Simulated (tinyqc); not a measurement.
## Permittivity of the insulator from five potentials

Question. A node lies on a semiconductor-insulator interface. Steps: hs = tb/1 down into the semiconductor, ho = tox/1 up into the insulator, hy = L/4 sideways. The flux balance of its box reads eox (hy/ho)(above - node) + eps_r (hy/hs)(below - node) + [(eps_r hs + eox ho)/(2 hy)](left + right - 2 node) - q Na (hs/2) hy/eps0 = 0. Find eox.

Parameters, values chosen for the exercise; semiconductor permittivity close to that of In0.53Ga0.47As:
```
symbol   value   unit                                     meaning
eps_r     13.7         relative permittivity of the semiconductor
tb           6     nm                              body thickness
tox        1.6     nm                         insulator thickness
L           52     nm                              channel length
Na      4.4e17  cm^-3       acceptor density of the depleted body
```

Constants: q = 1.602176634e-19 C, eps0 = 8.8541878128e-14 F/cm where lengths are in cm. Results are converted to the units shown.

psi (V): node 0.033534774, above 0.02, below 0.043164709, left 0.079582218, right 0.12082317

Answer. The balance is linear in eox.

eox = 3.900

Computed by the program tinyqc: `OMP_NUM_THREADS=1 python tinyqc.py 2480167 2480168 out.jsonl`, one thread of a shared Intel Xeon 2.30GHz, about 0.1 s for the whole run.
